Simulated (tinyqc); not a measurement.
# Equation-of-state fits to an energy-volume table made by a known binding curve, step by step

A worked calculation. Computed by tinyqc, a small Python program that keeps every step. Command: `OMP_NUM_THREADS=1 python tinyqc.py 3023063 3023064 out.jsonl eosfit walk`. One thread of a shared host (Intel(R) Xeon(R) Processor @ 2.30GHz), about 0.03 s of CPU time with the checks. Intermediate numbers are printed to about 6 digits and carried at full precision; extremes and crossings named in words are read from the listed rows.

With x = (V/V_0)^(1/3), the energy per atom is E = D [exp(-2 eta (x - 1)) - 2 exp(-eta (x - 1))], so that B0 = 2 D eta^2/(9 V_0) and B' = 1 + eta. B' = dB/dP at P = 0.

Inputs (values chosen for the exercise, for a model crystal):
```
quantity                                 value             unit
cohesive energy D                         7.98          eV/atom
true volume V_0                           29.3  angstrom^3/atom
stiffness eta                             4.61                -
half-width of the volume window w          0.2                -
shift of the window centre s             0.014                -
points N                                     7                -
compression V/V_0 for the pressure test    0.8                -
```

Binding curve: Morse. Noise: none.

Constants: 1 eV/angstrom^3 = 160.2176634 GPa.

## Exact values of the curve

B0 and B' from the formulas above; P = -dE/dV at V = c V_0 (c the compression chosen), from the curve itself.

exact B0 = 206.080 GPa

exact B' = 5.61

exact pressure at c V_0 = 84.8049 GPa

## Energy-volume table

Table: V_j = V_0 [1 + s + w (2 j/(N - 1) - 1)], j = 0..N-1, rounded to 0.001; E_j from the curve, rounded to 1e-7 eV.

Table:
```
V (angstrom^3)      E (eV)
23.850          -6.9600862
25.804          -7.6258531
27.757          -7.9211489
29.710          -7.9764216
31.664          -7.8766923
33.617          -7.6785470
35.570          -7.4197926
```

## Birch-Murnaghan fit

Third-order Birch-Murnaghan is a cubic in u = V^(-2/3): fit it by linear least squares, find the minimum, and take B0 = V E''(V), B' = -1 - V E'''/E'' there.

fitted E0 = -7.97955 eV

fitted V0 = 29.3021 angstrom^3

fitted B0 = 204.983 GPa

fitted B' = 5.59076

root-mean-square residual = 0.358435 meV

Against the exact curve V0 is off by +0.007 %, B0 by -0.53 % and B' by -0.3 %.

## Errors of the Birch-Murnaghan fit

Errors are fitted minus exact, relative; the pressure at c V_0 uses P = (3 B0/2) (x^7 - x^5) [1 + (3/4)(B' - 4)(x^2 - 1)], x = (V0/V)^(1/3) with the fitted values.

error of B0 = -0.531887 %

error of B' = -0.342937 %

fitted pressure at c V_0 = 85.2707 GPa

error of that pressure = 0.549291 %

## Vinet fit by Gauss-Newton steps

Vinet: E = E0 + (9 B0 V0/h^2) {1 + [h (1 - x) - 1] exp(h (1 - x))}, P = 3 B0 (1 - x) x^-2 exp(h (1 - x)), x = (V/V0)^(1/3), h = (3/2)(B' - 1). Gauss-Newton steps on (E0, V0, B0, B'): solve J d = r by least squares, r the residuals and J their derivatives (central differences, relative step 1e-5); start from the parabola fit in V with B' = 4; stop when all relative changes are below 1e-7.

Iterations:
```
step   E0 (eV)  V0 (angstrom^3)  B0 (GPa)       B'  rms residual (meV)
0     -7.99682          30.2804   224.030  4.00000         1.78504e+02
1     -7.96092          29.4354   196.592  5.43349         1.89618e+01
2     -7.97978          29.2938   206.339  5.62315         1.02269e+00
3     -7.98018          29.2992   206.514  5.61572         1.41520e-01
4     -7.98018          29.2992   206.514  5.61573         1.41517e-01
5     -7.98018          29.2992   206.514  5.61573         1.41517e-01
```

B0, Vinet = 206.514 GPa

B', Vinet = 5.61573

## Five forms on the same table

Murnaghan: E = E0 + (B0 V/B') [(V0/V)^B'/(B' - 1) + 1] - B0 V0/(B' - 1), P = (B0/B') [(V0/V)^B' - 1]. Birch-Murnaghan: E = E0 + (9 V0 B0/16) [y^3 B' + y^2 (2 - 4 y)], y = (V0/V)^(2/3) - 1; P = (3 B0/2) (x^7 - x^5) [1 + (3/4)(B' - 4)(x^2 - 1)], x = (V0/V)^(1/3). All are least-squares fits to the energies; for polynomials in V, B0 = V E'' and B' = -1 - V E'''/E'' at the minimum.

Fitted values:
```
form             V0 (angstrom^3)  B0 (GPa)        B'  P at c V_0 (GPa)
exact                    29.3000   206.080   5.61000           84.8049
parabola in V            30.2804   224.030  -1.00000                 -
cubic in V               29.3240   235.246   4.90896                 -
Murnaghan                29.3160   199.454   5.47365           87.5306
Birch-Murnaghan          29.3021   204.983   5.59076           85.2707
Vinet                    29.2992   206.514   5.61573           84.6339
```

In B0 the Vinet form comes closest (+0.21 %) and the cubic in V form misses most (+14.15 %). A parabola in V has no third derivative, so its B' is -1 by construction. At c V_0, beyond the window, the pressure errors are Murnaghan +3.2 %, Birch-Murnaghan +0.5 %, Vinet -0.2 %; Murnaghan keeps B linear in P and so runs too stiff under compression.

## The width of the window

The table is made anew for each w.

Errors (%):
```
w     B0, parabola  B0, cubic  B0, Murnaghan  B0, Birch-Murnaghan  B0, Vinet  B', Birch-Murnaghan
0.03        -8.552     -0.071          0.012                0.002      0.000                0.348
0.05        -7.886      0.457         -0.134               -0.019      0.008                0.315
0.08        -6.253      1.763         -0.486               -0.071      0.029                0.248
0.12        -2.840      4.525         -1.183               -0.178      0.072                0.111
0.16         2.095      8.586         -2.108               -0.331      0.133               -0.085
0.22        12.716     17.586         -3.821               -0.651      0.256               -0.497
```

The Birch-Murnaghan error of B0 is smallest among these at w = 0.03 (0.002 % in size); it is 0.002 % at the narrowest and 0.651 % at the widest. This error comes from the form and grows with w. At the widest window the errors of B0 are +12.7 % for the parabola and +17.6 % for the cubic in V. The parabola changes sign: it reports the mean curvature of the window, which the shift s biases one way and the width the other.

Checks made by the program: nonlinear Birch-Murnaghan fit against the linear one (relative difference below 1e-10).
